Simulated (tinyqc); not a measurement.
# Permittivity of the insulator from five potentials

Problem. A node lies on a semiconductor-insulator interface. Steps: hs = tb/3 down into the semiconductor, ho = tox/2 up into the insulator, hy = L/6 sideways. The flux balance of its box reads eox (hy/ho)(above - node) + eps_r (hy/hs)(below - node) + [(eps_r hs + eox ho)/(2 hy)](left + right - 2 node) - q Na (hs/2) hy/eps0 = 0. Find eox.

Inputs (values chosen for the exercise); semiconductor permittivity close to that of silicon: relative permittivity of the semiconductor eps_r = 11.8; half the body thickness tb = 5 nm; insulator thickness tox = 7.3 nm; channel length L = 25 nm; acceptor density of the depleted body Na = 9.2e17 cm^-3.

Constants: q = 1.602176634e-19 C, eps0 = 8.8541878128e-14 F/cm where lengths are in cm. Results are converted to the units shown.

psi (V): node 0.31208876, above 0.17897532, below 0.36952993, left 0.19709650, right 0.58952948

Answer. The balance is linear in eox.

eox = 25.00

tinyqc, about 0.2 s, one thread, Intel Xeon 2.30GHz (shared host): `OMP_NUM_THREADS=1 python tinyqc.py 2480166 2480167 out.jsonl`
